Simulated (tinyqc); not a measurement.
Classical Heisenberg spin chain: exact results, Metropolis, heat-bath and over-relaxation steps, and a Monte Carlo run: one step, computed by the program tinyqc.

E = -J sum_i s_i . s_(i+1) for unit vectors s_i on an open chain; K = J/(k_B T).

Problem. Exact results. Each bond angle is independent, so u = <s_i . s_(i+1)> = coth K - 1/K, <s_i . s_(i+n)> = u^n, correlation length xi = -1/ln|u|, energy per bond -J u, heat capacity per bond c/k_B = 1 - K^2/sinh^2 K, and for the long chain chi = mu^2 (1 + u)/(3 k_B T (1 - u)) per spin.

Inputs (values chosen for the exercise, for a model chain of large moments): coupling J = 14 meV; temperature T = 182 K; moment mu = 2.7 mu_B.

Constants: k_B = 8.617333262e-05 eV/K; mu_B = 5.7883818060e-05 eV/T.

Give: K; u; xi; energy per bond; heat capacity; chi over the Curie value; chi.

Solution.

K = 0.89266

u = 0.28286

xi = 0.79188 sites

energy per bond = -3.9600 meV

heat capacity = 0.22809 k_B/bond

chi over the Curie value = 1.7888

chi = 0.016043 mu_B/T per spin
